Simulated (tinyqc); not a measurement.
Frenkel-Kontorova chain: a misfit dislocation (kink) in a monolayer on a periodic substrate. From kink energy with misfit back to misfit f = (b - a)/a. Computed by tinyqc, a small Python program. Command: `OMP_NUM_THREADS=1 python tinyqc.py 3009413 3009414 out.jsonl fkchain inv`. One thread of a shared host (Intel(R) Xeon(R) Processor @ 2.30GHz), about 0.03 s of CPU time with the checks.

E = sum_j [(k/2)(x_(j+1) - x_j - b)^2 + (W/2)(1 - cos(2 pi x_j/a))], x_j = a (j + u_j). A kink takes u from 0 to 1: the chain is stretched by one period and has one atom fewer than wells.

Inputs (values chosen for the exercise, for a model overlayer):

| quantity | value | unit |
|---|---|---|
| spring constant k | 1.44 | eV/angstrom^2 |
| substrate period a | 4.14 | angstrom |
| corrugation W | 1.38 | eV |
| atomic mass M | 53.7 | u |

Constants: nu for 1 eV/(angstrom^2 u) = 15.6333042 THz.

Method. l0 = sqrt(k a^2/(2 W)); kink u(j) = (2/pi) arctan exp(pi j/l0); kink energy at f = 0: E0 = (4/pi) W l0; with misfit E0 - k a^2 f; kinks become favourable at f_c = 2/(pi l0), and a coherent chain with free ends loses stability at f_m = 1/l0. Lowest vibration of the flat chain: nu0 = 15.6333042 THz x sqrt(2 pi^2 W/(a^2 M)).

Task: A run gave the result below. Find the misfit f = (b - a)/a, known to lie between 0.1 and 0.24.

kink energy with misfit = 2.006294 eV

Result:

Each step takes the trial c = (a f_b - b f_a)/(f_b - f_a), f being the result less the target and a, b, c the logarithms of the listed values; c replaces end b, the old b replaces a if the sign of f changed, and otherwise f_a is halved.

Scan of the range:

| misfit f = (b - a)/a | kink energy with misfit (eV) |
|---|---|
| 0.100 | 2.78621 |
| 0.116 | 2.39132 |
| 0.134 | 1.94706 |
| 0.155 | 1.42876 |
| 0.179 | 0.83641 |
| 0.207 | 0.14534 |
| 0.240 | -0.66913 |

False position (Illinois rule, in the logarithm of the input) inside the bracket:

| step | end a | end b | trial | kink energy with misfit (eV) |
|---|---|---|---|---|
| 1 | 0.116000 | 0.134000 | 0.131447 | 2.01006 |
| 2 | 0.134000 | 0.131447 | 0.131599 | 2.00633 |
| 3 | 0.134000 | 0.131599 | 0.131601 | 2.00626 |
| 4 | 0.131599 | 0.131601 | 0.131600 | 2.00629 |

Kink energy with misfit falls at every point of a 13-point scan of the range (every second point is shown), so one value fits; it is bracketed by 0.116 and 0.134. The scan shows a straight line, so linear interpolation between any two rows gives the answer at once. Answer: misfit f = (b - a)/a = 0.1316.

Caution: a corrugation above 1 eV is larger than real overlayers usually show; it is chosen to keep the kink narrow. Caution: for l0 below about 3 the kink spans few atoms, and the continuum kink energy is off by about 2 per cent or more.
